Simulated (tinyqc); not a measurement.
Ion implantation: universal nuclear stopping, Lindhard-Scharff electronic stopping and a Gaussian range profile: one step, computed by the program tinyqc. Command: `OMP_NUM_THREADS=1 python tinyqc.py 3030109 3030110 out.jsonl implant walk`. One thread of a shared host (Intel(R) Xeon(R) Processor @ 2.30GHz), about 0.09 s of CPU time with the checks.

An ion slows by elastic collisions with screened nuclei and by friction with electrons; channelling is ignored and the target is uniform.

Task: Gaussian profile. C(x) = C_p exp(-(x - R_p)^2/(2 dR_p^2)) with C_p = Q/(sqrt(2 pi) dR_p), 1 nm = 1e-7 cm; the profile falls to the background at x_j = R_p + dR_p sqrt(2 ln(C_p/C_B)); the peak atomic fraction is C_p/N.

Inputs (values chosen for the exercise, modelled on silicon ions in aluminium): target density N = 60.2 1/nm^3; dose Q = 4.6e+12 1/cm^2; background C_B = 1.3e+15 1/cm^3.

straggle dR_p = 10.11829 nm

projected range R_p = 30.36008 nm

Give: peak concentration C_p; depth x_j where C falls to C_B; peak atomic fraction.

Result:

peak concentration C_p = 1.814e+18 1/cm^3

Depth x_j where C falls to C_B = 68.86 nm

peak atomic fraction = 3.013e-05
